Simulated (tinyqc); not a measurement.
Inside a calculation. Method: Hueckel theory of the pi electrons, for the molecule C=CC(=C)C(F)=CO (SMILES; centres numbered as the heavy atoms are written). One step of it, computed by the program tinyqc.

Task: Orbitals. Diagonalise; E = alpha + x beta with beta < 0, so the largest x are filled first; degenerate levels share their electrons. P = sum n_i c_ri c_si; each orbital has its largest coefficient positive (the first on a tie).

Hueckel matrix in units of beta (H = alpha + beta A), lower triangle:
```
          1C        2C        3C        4C        5C        6F        7C        8O
1C  0.000000
2C  1.000000  0.000000
3C  0.000000  1.000000  0.000000
4C  0.000000  0.000000  1.000000  0.000000
5C  0.000000  0.000000  1.000000  0.000000  0.000000
6F  0.000000  0.000000  0.000000  0.000000  0.700000  3.000000
7C  0.000000  0.000000  0.000000  0.000000  1.000000  0.000000  0.000000
8O  0.000000  0.000000  0.000000  0.000000  0.000000  0.000000  0.800000  2.000000
```

pi electrons, sum of z_r less the charge = 10

Give: x values; occupations; coefficients; charge and bond-order matrix P.

Result:

x values: 3.201  2.335  1.822  0.850  0.407  -0.566  -1.087  -1.962

occupations: 2.000  2.000  2.000  2.000  2.000  0.000  0.000  0.000

coefficients:
```
      MO1     MO2     MO3     MO4     MO5     MO6     MO7     MO8
1C  0.012   0.026   0.268   0.580  -0.300   0.502  -0.450   0.216
2C  0.037   0.060   0.488   0.493  -0.122  -0.284   0.489  -0.424
3C  0.107   0.115   0.621  -0.161   0.250  -0.341  -0.081   0.615
4C  0.033   0.049   0.341  -0.190   0.614   0.603   0.075  -0.314
5C  0.272   0.158   0.302  -0.440  -0.390  -0.125  -0.476  -0.470
6F  0.947  -0.167  -0.180   0.143   0.105   0.025   0.082   0.066
7C  0.102   0.372   0.056  -0.313  -0.483   0.395   0.541   0.261
8O  0.068   0.888  -0.251   0.218   0.242  -0.123  -0.140  -0.053
```

charge and bond-order matrix P, lower triangle:
```
        1C      2C      3C      4C      5C      6F     7C     8O
1C   0.997
2C   0.909   1.000
3C   0.004   0.407   0.996
4C  -0.403   0.004   0.809   1.066
5C  -0.100  -0.004   0.416  -0.073   1.073
6F   0.020  -0.010  -0.052   0.000   0.146   1.977
7C  -0.022  -0.084   0.036  -0.393   0.860  -0.142  0.966
8O   0.020   0.023  -0.042   0.136  -0.214   0.036  0.277  1.925
```
